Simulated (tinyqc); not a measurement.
Inside a calculation. Method: lattice vibrations of a chain. Computed by tinyqc, a small Python program that keeps every step. Command: `OMP_NUM_THREADS=1 python tinyqc.py 28914 28915 out.jsonl` (the two numbers bound the seeds that draw the settings). One thread of a shared host (Intel(R) Xeon(R) Processor @ 2.60GHz), about 0.01 s of CPU time with the checks.

## Dynamical matrix at q = 0.14

A chain moving along its axis:
```
atom  mass (u)  spring to the next atom (eV/angstrom^2)
1     53.80000                                  7.60000
2     68.20000                                 12.90000
```

q is in units of 2 pi/a. A spring k from atom i to atom j, n cells on, adds k to Phi_ii and Phi_jj, -k exp(2 pi i q n) to Phi_ij and the conjugate to Phi_ji (for one atom a cell: 2k (1 - cos 2 pi q n)); D_ij = Phi_ij / sqrt(m_i m_j).

D(q) (eV/(angstrom^2 u)):
```
                   1                  2
1            0.38104  -0.26122+0.16409i
2  -0.26122-0.16409i            0.30059
```

## Frequencies

omega^2 are the eigenvalues; wavenumber = 521.4708 sqrt(eigenvalue) 1/cm.

eigenvalues: 0.02972  0.65191

wavenumbers (1/cm): 89.9  421.0

weights |e|^2 of the mass-weighted modes:
```
         mode 1   mode 2
atom 1  0.43535  0.56465
atom 2  0.56465  0.43535
```

## Dispersion and heat capacity

C/k_B per atom = mean over q = (j + 1/2)/80, j = 0..39 and all branches of y^2 e^y/(e^y - 1)^2, y = hc wavenumber / k_B T.

Wavenumbers (1/cm):
```
q         branch 1   branch 2
0.00000    0.00000  430.53012
0.06250   40.46385  428.62438
0.12500   80.43775  422.94912
0.18750  119.40547  413.64057
0.25000  156.77651  400.97046
0.31250  191.76603  385.46332
0.37500  223.03687  368.25363
0.43750  247.52400  352.26134
0.50000  257.85794  344.76871
```

Heat capacity:
```
T (K)  C/k_B per atom
20            0.07091
50            0.18398
100           0.39343
200           0.71118
300           0.84781
600           0.95735
1200          0.98901
```

zero-point energy per atom = 16.86030 meV
